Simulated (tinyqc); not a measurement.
Inside a calculation: trap in a gate oxide as a short-range spherical well. Values are carried at full precision from step to step, so a last printed digit may differ when a step is redone from the rounded ones.

A spherical well of radius R and depth V0 below the conduction edge, one mass m, c = hbar^2/2m0. The s level at binding Et solves k cot(k R) = -kappa with k = sqrt(m (V0 - Et)/c), kappa = sqrt(m Et/c); it exists for V0 > Vc = c (pi/2R)^2/m. Outside, psi falls as exp(-kappa r)/r.

Constants: hbar^2/2m0 = 3.80998211 eV angstrom^2; fine-structure constant alpha = 0.007297352564; hc = 1239.841984 eV nm; kB = 8.617333262e-05 eV/K.

Inputs chosen for the exercise (near those of HfO2 on Si; the results hold for these values, not for the real material): R = 4.9 angstrom (radius of the well); V0 = 5.07 eV (depth of the well); m = 0.197 m0 (mass); n_r = 1.9 (refractive index); dEc = 1.5 eV (conduction offset to the channel); Fox = 2 MV/cm (oxide field, lowering levels away from the channel); t0 = 1.7 x 1e-11 s (time constant at the interface); T = 200 K (temperature); EF = 0.07 eV (Fermi level above the channel edge); x = 9 angstrom (depth of the trap).

## The bound level

Solve for Et; the share outside is [sin^2(kR)/(2 kappa)]/[sin^2(kR)/(2 kappa) + R/2 - sin(2kR)/(4k)].

Et = 1.4204 eV
k = 0.4344 1/angstrom
kappa = 0.2710 1/angstrom
share outside = 0.309
Vc = 1.987 eV

The well is 2.55 times the critical depth. Since dEt/dV0 equals the share inside, 0.69, a 1 % change of V0 moves Et by 2.5 %. The decay length is 3.7 angstrom, 0.8 times R.

## Peak of the photo-ionisation cross-section

Lucovsky model (delta well, plane-wave final states, no local-field factor): sigma = (32 pi alpha c/(3 n_r m Et)) (x - 1)^(3/2)/x^3, x = h nu/Et, c = hbar^2/2m0; 1 angstrom^2 = 1e-16 cm^2.

The maximum lies at x = 2. Give the photon energy, its wavelength and sigma there.

h nu = 2.841 eV
wavelength = 436 nm
sigma = 21.9 x 1e-18 cm^2

With 31 % of the state outside the well the delta-well form is only a rough model of this centre.

## Level, tunnelling time and occupation

Energies from the conduction edge of the channel. The trap level at depth x is E_T = dEc - Et - e Fox x (1 MV/cm = 0.01 eV/angstrom). An electron at the channel edge tunnels with the WKB exponent S = (4/3) sqrt(m/c) [dEc^(3/2) - (dEc - e Fox x)^(3/2)]/(e Fox), c = hbar^2/2m0; tau = t0 exp(S); the occupation is f = 1/(1 + exp((E_T - EF)/kB T)), tau_c = tau/f and tau_e = tau/(1 - f). Lattice relaxation is left out; a level below the channel edge needs phonons as well, so tau is then a lower bound, while a level above it can also empty elastically at its own energy, through a thinner barrier, faster than this tau.

Give E_T, S, tau and ln(tau_c/tau_e) = (E_T - EF)/kB T.

E_T = -0.100 eV
S = 4.859
tau = 2.19e-09 s
ln(tau_c/tau_e) = -9.9

The level lies 10 kB T below EF, so the trap is mostly filled. A flat barrier would give S = 2 sqrt(m dEc/c) x = 5.01.

## Checks

- Et from the radial equation on a grid against the matching condition, eV: both 1.42.

Computed by tinyqc, a small Python program: `OMP_NUM_THREADS=1 python tinyqc.py 1282470 1282471 out.jsonl` (the numbers bound the seed that draws the inputs); one thread of a shared host (Intel(R) Xeon(R) Processor @ 2.30GHz), about 0.01 s for the whole set of steps.
